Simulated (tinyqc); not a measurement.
Worked calculation: Holstein polaron on two sites. Computed by tinyqc, a small Python program that keeps every step. Command: `OMP_NUM_THREADS=1 python tinyqc.py 3019525 3019526 out.jsonl holstein walk`. One thread of a shared host (Intel(R) Xeon(R) Processor @ 2.30GHz), about 0.01 s of CPU time with the checks. Intermediate numbers are printed to about 6 digits and carried at full precision; extremes and crossings named in words are read from the listed rows.

One electron on sites 1 and 2: H = -t (c1+ c2 + c2+ c1) + hbar omega sum_i b_i+ b_i - g hbar omega sum_i n_i (b_i + b_i+). The symmetric phonon shifts the energy by -g^2 hbar omega/2 and drops out; with b = (b_1 - b_2)/sqrt(2) there remains H = -t sigma_x + hbar omega b+ b - (g hbar omega/sqrt(2)) sigma_z (b + b+). Parity splits it into blocks p = +1 and -1 over phonon numbers n. Zero-point energies are left out. Weights Z refer to mode b alone; the displaced symmetric mode multiplies the full zero-phonon weight by exp(-g^2/2).

Inputs (values chosen for the exercise, for a model dimer): hopping t = 120 meV; phonon energy hbar omega = 132 meV; coupling g = 1.43; phonon levels kept N = 4.

## Energy scales

Polaron binding energy E_p = g^2 hbar omega; ratio E_p/t (the adiabatic potential has two wells when it exceeds 1); adiabaticity hbar omega/t.

E_p = 269.9268 meV

E_p/t = 2.24939

hbar omega/t = 1.1

## The even block in a small basis

Block p: H_nn = n hbar omega - p t (-1)^n - g^2 hbar omega/2, H_(n,n+1) = -(g hbar omega/sqrt(2)) sqrt(n + 1). Take p = +1 and n = 0..N-1.

H, even block (meV):
$$\begin{pmatrix}
-254.963 & -133.473 & 0.000 & 0.000 \\
-133.473 & 117.037 & -188.760 & 0.000 \\
0.000 & -188.760 & 9.037 & -231.183 \\
0.000 & 0.000 & -231.183 & 381.037
\end{pmatrix}$$

## Levels in the small basis

Diagonalise H; the eigenvector has its largest component positive; Z is the weight of n = 0.

levels (meV): [-316.360, -163.843, 220.125, 512.224]

lowest eigenvector: [0.861682, 0.396366, 0.300763, 0.099701]

Z in the small basis = 0.742495

## Converged results

Use 60 levels in both blocks; Z = c_0^2 is the weight of n = 0 in the ground state c; the splitting is the lowest odd level less the lowest even one, which without coupling is the smaller of 2t and hbar omega; <sigma_x> = sum (-1)^n c_n^2 measures the kinetic energy.

ground-state energy = -318.388 meV

weight Z of n = 0 in mode b = 0.707642

mean phonon number in b = 0.458211

splitting = 32.3769 meV

splitting/(2t) = 0.134904

<sigma_x> = 0.641275

The small basis misses the ground-state energy by 2.03 meV. The splitting has collapsed while <sigma_x> stays much larger: the electron still makes virtual hops, but drags its distortion only slowly.

## Approximations to the ground state

Second order: E = -t - E_p/2 - (E_p/2) hbar omega/(hbar omega + 2t). Lang-Firsov: E = -E_p - t exp(-g^2). Variable displacement: E(x) = -E_p/2 - t exp(-g^2 x^2) - (E_p/2)(2x - x^2), minimised over 0 <= x <= 1. Adiabatic, classical lattice: E = -E_p/2 - t for E_p < t, else -E_p - t^2/(2 E_p); it leaves out the change of zero-point energy.

Ground-state energy (meV):
```
method                        E  E - exact
second order in g      -302.854    15.5339
Lang-Firsov            -285.454    32.9336
variable displacement  -308.423     9.9648
adiabatic, classical   -296.601    21.7869
```

best displacement x = 0.45777

Closest here is variable displacement (+9.96 meV), furthest Lang-Firsov (+32.93 meV), at hbar omega/t = 1.10 and E_p/t = 2.25. Lang-Firsov and variable displacement are variational and lie above the exact value.

Checks made by the program: 60 against 80 levels (relative difference below 1e-10); Hellmann-Feynman: dE/dt = -<sigma_x> (relative difference below 1e-10).
